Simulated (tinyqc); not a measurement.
From results back to parameters: thin (001) film in sp3s* tight binding with raised dangling bonds. Three cases, with inputs chosen for the exercise.

Problem. The gap of a passivated film (lowest level above mid-gap less highest below, mid-gap being half the lower bulk edge) belongs to a hidden number of planes between 6 and 45.

Planes alternate anion (a), cation (c) along [001], a/4 apart, starting with an anion; zero in-plane momentum; levels counted from the bulk Ev, the lower root of [[Epa, Vxx], [Vxx, Epc]]; no spin-orbit coupling. Block of s, pz, s*: from an anion to the cation above, Vss/2 (s,s), Vsapc/2 (s,z), -Vscpa/2 (z,s), Vxx/2 (z,z), Vxapc/2 (s*,z), -Vpaxc/2 (z,s*); to the cation below the same with the s-z and s*-z signs reversed. Block of u = (px + py)/sqrt2 and v = (px - py)/sqrt2: to the cation above (Vxx + Vxy)/2 for u and (Vxx - Vxy)/2 for v, to the cation below the reverse. Each surface atom has two dangling sp3 hybrids; raising both by dl adds (dl/2) [[1, t], [t, 1]] to its s, pz levels (t = -1 at the bottom face, +1 at the top) and dl to the one of u, v in whose plane the missing bonds lie (v for a bottom anion or a top cation, u for a top anion).

Case 1.

Values chosen (out of a larger set: near a published set for InAs, fitted to gaps, whose masses and valley positions are rough; not measured data): p = (-9.554, 0.908, -2.727, 3.729, 7.41, 6.752, -5.599, 1.843, 4.469, 3.046, 5.454, 3.381, 3.908) eV (order Esa, Epa, Esc, Epc, Exa, Exc, Vss, Vxx, Vxy, Vsapc, Vscpa, Vxapc, Vpaxc); dp = 30 eV (value of dl for the passivated films); a = 6.06 angstrom (lattice constant).

edges (eV): Gamma 0.4193, Delta 2.2855

gap of the film = 0.6844 eV

Case 2.

Values chosen (out of a larger set: near a published set for SiC, fitted to gaps, whose masses and valley positions are rough; not measured data): p = (-8.465, 2.127, -4.832, 4.358, 9.651, 9.286, -12.423, 3.046, 5.922, 9.463, 9.218, 8.711, 4.422) eV (order Esa, Epa, Esc, Epc, Exa, Exc, Vss, Vxx, Vxy, Vsapc, Vscpa, Vxapc, Vpaxc); dp = 30 eV (value of dl for the passivated films); a = 4.363 angstrom (lattice constant).

edges (eV): Gamma 5.9079, Delta 2.3183

gap of the film = 2.6734 eV

Case 3.

Values chosen (out of a larger set: near a published set for Si, fitted to gaps, whose masses and valley positions are rough; not measured data): p = (-4.215, 1.715, -4.215, 1.715, 6.7, 6.7, -8.271, 1.714, 4.574, 5.724, 5.724, 5.375, 5.375) eV (order Esa, Epa, Esc, Epc, Exa, Exc, Vss, Vxx, Vxy, Vsapc, Vscpa, Vxapc, Vpaxc); dp = 30 eV (value of dl for the passivated films); a = 5.43 angstrom (lattice constant).

edges (eV): Gamma 3.4280, Delta 1.1724

gap of the film = 1.5254 eV

Find: N; thickness N a/4.

Solution.

Case 1.

N = 18
thickness N a/4 = 27.27 angstrom

Computing the films in turn gives 0.6788, 0.6844 and 0.6435 eV for N = 17, 18 and 19; no other N in the range comes within 1 meV.

Case 2.

N = 11
thickness N a/4 = 12.00 angstrom

Computing the films in turn gives 2.7192, 2.6734 and 2.6086 eV for N = 10, 11 and 12; no other N in the range comes within 1 meV.

Case 3.

N = 12
thickness N a/4 = 16.29 angstrom

Computing the films in turn gives 1.6098, 1.5254 and 1.5104 eV for N = 11, 12 and 13; no other N in the range comes within 1 meV.

Computed by tinyqc, one run a case: `OMP_NUM_THREADS=1 python tinyqc.py N N+1 out.jsonl` with N = 1450381, 1450460, 1450470; one thread of a shared Intel(R) Xeon(R) Processor @ 2.30GHz, about 0.5 s a run at most.
